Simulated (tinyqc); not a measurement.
RHF in the sto-3g basis, for H3+, spin multiplicity 1, step by step. One step of it, computed by the program tinyqc.

Problem. Iteration 3: diagonalisation and new density. Diagonalise F' = X^T F X, C = X C', fill 1 alpha and 1 beta electrons from the bottom; D = 2 C_occ C_occ^T; the new density keeps 0.5 of the old one (damping). Each column has its largest component positive (the first on a tie).

extrapolated F (hartree):
```
           1H 1s      2H 1s      3H 1s
1H 1s  -0.591825  -0.484134  -0.484101
2H 1s  -0.484134  -0.591825  -0.484101
3H 1s  -0.484101  -0.484101  -0.591809
```

X:
```
           1H 1s      2H 1s      3H 1s
1H 1s   1.085863  -0.160973  -0.160948
2H 1s  -0.160973   1.085863  -0.160948
3H 1s  -0.160948  -0.160948   1.085853
```

D after iteration 2:
```
          1H 1s     2H 1s     3H 1s
1H 1s  0.449965  0.303758  0.303743
2H 1s  0.303758  0.449965  0.303743
3H 1s  0.303743  0.303743  0.449938
```

overlap S:
```
          1H 1s     2H 1s     3H 1s
1H 1s  1.000000  0.356748  0.356717
2H 1s  0.356748  1.000000  0.356717
3H 1s  0.356717  0.356717  1.000000
```

Give: F' = X^T F X; orbital energies; coefficients C; D after iteration 3.

Solution.

F' = X^T F X (hartree):
```
         1        2        3
1  -0.4151  -0.2477  -0.2477
2  -0.2477  -0.4151  -0.2477
3  -0.2477  -0.2477  -0.4151
```

orbital energies (hartree): MO1 -0.9105, MO2 -0.1675, MO3 -0.1674

coefficients C:
```
          MO1      MO2      MO3
1H 1s  0.4411  -0.5090   0.8816
2H 1s  0.4411  -0.5090  -0.8816
3H 1s  0.4411   1.0180   0.0000
```

D after iteration 3:
```
        1H 1s   2H 1s   3H 1s
1H 1s  0.4195  0.3464  0.3464
2H 1s  0.3464  0.4195  0.3464
3H 1s  0.3464  0.3464  0.4195
```
